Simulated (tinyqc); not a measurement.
Polycrystal bounds against single-crystal directions: anisotropic elasticity and sound waves of a cubic crystal. Computed by tinyqc, a small Python program. Command: `OMP_NUM_THREADS=1 python tinyqc.py 3012446 3012447 out.jsonl cubicelastic walk`. One thread of a shared host (Intel(R) Xeon(R) Processor @ 2.30GHz), about 0.01 s of CPU time with the checks.

Voigt order 1..6 = xx, yy, zz, yz, xz, xy, with engineering shear strains. The rotated frame has x' as named, z' along the wafer normal and y' = z' x x'.

Inputs (values chosen for the exercise, for a model crystal): C11 = 111 GPa; C12 = 50.3 GPa; C44 = 74.7 GPa.

Frame: (001) wafer, x' along [110].

Method. S11 = (C11 + C12)/D, S12 = -C12/D, D = (C11 - C12)(C11 + 2 C12), S44 = 1/C44. Zener ratio A = 2 C44/(C11 - C12); S0 = S11 - S12 - S44/2; H = 2 C44 + C12 - C11. B = (C11 + 2 C12)/3; Voigt G = (C11 - C12 + 3 C44)/5; Reuss G = 5/(4 (S11 - S12) + 3 S44); Hill is their mean; E = 9BG/(3B + G), nu = (3B - 2G)/(6B + 2G). Along <hkl>, with g = 0, 1/4, 1/3: 1/E = S11 - 2 S0 g; for a film with that normal C33 = C11 + 2 H g and M = [6B - (3B - C33) - (3B - C33)^2/C33]/2.

S11 = 12.5583 1/TPa

S12 = -3.91619 1/TPa

S44 = 13.3869 1/TPa

S0 = 9.78102 1/TPa

H = 88.7 GPa

Zener ratio A = 2.46129

bulk modulus B = 70.533 GPa

Averages:

| average | G (GPa) | E (GPa) | nu |
|---|---|---|---|
| Voigt | 56.960 | 134.64 | 0.18186 |
| Reuss | 47.144 | 115.66 | 0.22670 |
| Hill | 52.052 | 125.33 | 0.20386 |

Directions:

| direction | E (GPa) | biaxial modulus M (GPa) |
|---|---|---|
| <100> | 79.63 | 115.71 |
| <110> | 130.42 | 173.29 |
| <111> | 165.63 | 185.81 |

What follows from these numbers?

The bounds on G differ by 21 %, while E varies by a factor 2.08 with direction; with A above 1 the stiffest axis is <111>. Under a fixed mismatch strain, grains with a <100> normal store the least energy.

Extremes, crossings and ranges named in words are read from the listed rows.
